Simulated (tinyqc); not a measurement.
Electron continuity equation in a given potential, Scharfetter-Gummel discretisation: three discretisations compared.

Steady state in one dimension: J = q mu n E + q D dn/dx with E = -dpsi/dx and D = mu Vt, dJ/dx = q (n/tau - G), fixed densities nL and nR at the ends. The potential is given, psi = U (x/L)^2, and is not changed by the electrons.

8 equal intervals. Fluxes J_i = (q D/h)(n_(i+1) P_i - n_i Q_i), d_i = (psi_(i+1) - psi_i)/Vt: Scharfetter-Gummel P = B(d), Q = B(-d), B(d) = d/(exp(d) - 1); central P = 1 - d/2, Q = 1 + d/2; upwind P = 1 + max(-d, 0), Q = 1 + max(d, 0). Balance at each inner node: J_i - J_(i-1) = q h (n_i/tau - G). The reference is Scharfetter-Gummel on 1600 intervals.

Parameters, values chosen for the exercise; mobility close to that of silicon at room temperature: temperature T = 300 K; electron mobility mu = 1370 cm^2/(V s); length of the region L = 0.73 um; density at x = 0 nL = 4.2e13 cm^-3; density at x = L nR = 0 cm^-3; lifetime tau = 4.7e-11 s; uniform generation rate G = 0 cm^-3 s^-1; potential difference psi(L) - psi(0) U = 0.25 V.

Constants: q = 1.602176634e-19 C, kB = 1.380649e-23 J/K, Vt = kB T/q. Results are converted to the units shown.

Densities (cm^-3):
```
node  Scharfetter-Gummel   central    upwind  reference
0               4.200e13  4.200e13  4.200e13   4.200e13
1               2.722e13  2.732e13  2.696e13   2.719e13
2               1.921e13  1.934e13  1.913e13   1.916e13
3               1.443e13  1.456e13  1.450e13   1.437e13
4               1.135e13  1.148e13  1.148e13   1.129e13
5               9.236e12  9.361e12  9.302e12   9.180e12
6               7.666e12  7.844e12  7.441e12   7.611e12
7               6.041e12  7.064e12  5.110e12   5.993e12
8                      0         0         0          0
```

What does the table show?

Largest errors as a share of the largest reference density listed: Scharfetter-Gummel 0.13 %, central 2.6 %, upwind 2.1 %. The largest |d| is 2.27. Upwinding stays positive but acts as if D were larger by the factor 1 + |d|/2, up to 2.13 here.

Computed by the program tinyqc: `OMP_NUM_THREADS=1 python tinyqc.py 2220127 2220128 out.jsonl`, one thread of a shared Intel Xeon 2.30GHz, about 0.01 s for the whole run.
